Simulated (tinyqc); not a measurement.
Raising U: Hubbard chain of 4 sites, mean field against exact. Computed by the program tinyqc. Command: `OMP_NUM_THREADS=1 python tinyqc.py 114368 114369 out.jsonl`; one thread of a shared host (Intel(R) Xeon(R) Processor @ 2.60GHz), about 5 s.

one-body matrix (hopping and site energies) (eV):
```
         1        2        3        4
1   0.0000  -1.3100   0.0000   0.0000
2  -1.3100   0.0000  -1.3100   0.0000
3   0.0000  -1.3100   0.0000  -1.3100
4   0.0000   0.0000  -1.3100   0.0000
```

electrons, up and down: 2  1

Collinear unrestricted mean field (the lowest of 40 random starts) against exact diagonalisation.

Exact and mean-field results (eV):
```
U          U/t   E exact  E mean field  mean |n_up - n_down|  double occupancy, exact  first gap in the sector
0.660    0.504  -4.73760      -4.72190                 0.250                    0.111                    1.290
1.310    1.000  -4.46697      -4.40638                 0.250                    0.097                    1.239
2.620    2.000  -4.02109      -3.80010                 0.250                    0.074                    1.095
3.930    3.000  -3.68671      -3.27210                 0.377                    0.055                    0.947
5.240    4.000  -3.43631      -2.87064                 0.498                    0.041                    0.819
7.860    6.000  -3.10017      -2.38333                 0.626                    0.025                    0.628
10.480   8.000  -2.89257      -2.19698                 0.728                    0.016                    0.502
15.720  12.000  -2.65718      -2.08012                 0.741                    0.008                    0.353
26.200  20.000  -2.45071      -1.98872                 0.747                 3.05e-03                    0.219
```

In absolute terms mean field is worst at U/t = 6.0, 0.717 eV too high: at small U it is nearly exact, and at large U it still misses the motion of the hole through a fluctuating spin background. Relative to the exact energy its error is 0.3 % at the smallest U, 24 % at most and 19 % at the largest. The double occupancy falls from 0.111 to 0.003.
